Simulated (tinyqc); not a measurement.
# Inductance and parasitic capacitance from two readings

Problem. A loss-free coil L in parallel with C shows the apparent inductance L/(1 - w^2 L C), w = 2 pi f. Find L, C and the self-resonance 1/(2 pi sqrt(L C)).

apparent inductance at 6.5 and 12 GHz (nH): [0.93837925, 1.7133975]

Answer. The inverse of the reading is 1/L - w^2 C, a straight line in w^2.

L = 0.790 nH
C = 120 fF
self-resonance = 16.3 GHz

Computed by the program tinyqc: `OMP_NUM_THREADS=1 python tinyqc.py 2302036 2302037 out.jsonl`, one thread of a shared Intel Xeon 2.30GHz, about 0.01 s for the whole run.
